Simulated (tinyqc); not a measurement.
Smoothing against break-up: capillary instabilities by surface diffusion: grooving and agglomeration of films, edge retraction, wire break-up and smoothing of roughness. Computed by tinyqc, a small Python program. Command: `OMP_NUM_THREADS=1 python tinyqc.py 3005899 3005900 out.jsonl dewet walk`. One thread of a shared host (Intel(R) Xeon(R) Processor @ 2.30GHz), about 0.01 s of CPU time with the checks.

Isotropic surface energy; shapes change by surface diffusion alone.

Inputs (values chosen for the exercise, for a model film):
```
quantity,value,unit
surface energy gamma_s,1.65,J/m^2
grain-boundary energy gamma_b,0.64,J/m^2
atomic volume Omega,17,angstrom^3
surface sites nu,8.2,1/nm^2
prefactor D0,2.5e-05,m^2/s
activation energy Q,0.771,eV
temperature T,758,K
film thickness h,17,nm
grain radius R,37,nm
wire radius r,14,nm
initial ripple over radius,0.05,-
roughness wavelength lambda,14,nm
```

Grooves: at the surface only.

Constants: k_B = 8.617333262e-05 eV/K; k_B = 1.380649e-23 J/K.

Method:
- Groove angle beta: sin(beta) = gamma_b/(2 gamma). For circular grains of radius R with spherical caps the groove ends (measured from the mean surface) at the depth R g(beta), g = (2 - 3 cos beta + cos^3 beta)/(3 sin^3 beta). The film parts if R g(beta_s) > h.
- B = D_s nu gamma_s Omega^2/(k_B T), D_s = D0 exp(-Q/(k_B T)).
- A wire with r + A cos(k z) has dA/dt = (B/r^4) (kr)^2 [1 - (kr)^2] A: unstable for wavelengths above 2 pi r, fastest at kr = 1/sqrt 2 with the rate B/(4 r^4); break-up time about (4 r^4/B) ln(r/A0); each wavelength makes a sphere of radius (3 r^2 lambda_m/4)^(1/3).
- Roughness of wavelength lambda on a flat face decays as exp[-B (2 pi/lambda)^4 t]; the smoothing time is that for a factor e^3.

beta_s = 11.1828 degrees

Times (s); the last column is (h/(0.780 tan beta_s))^4/B:
```
T (K),B (nm^4/s),smoothing,wire break-up,groove to depth h
644,1.0175e+07,7.2677e-06,0.045243,14.519
682,2.0836e+07,3.5490e-06,0.022094,7.090
720,3.9442e+07,1.8748e-06,0.011671,3.745
758,6.9851e+07,1.0586e-06,0.006590,2.115
796,1.1685e+08,6.3280e-07,0.003939,1.264
834,1.8613e+08,3.9729e-07,0.002473,0.794
910,4.1787e+08,1.7696e-07,0.001102,0.354
```

What follows from these numbers?

All times share 1/B, so their ratios do not depend on T: break-up over smoothing is 6200. An anneal can smooth this roughness well before the wire breaks. Smoothing is safe for lambda well below 2 pi r, above which a ripple along the wire grows instead. B spans 1.6 decades over these rows.
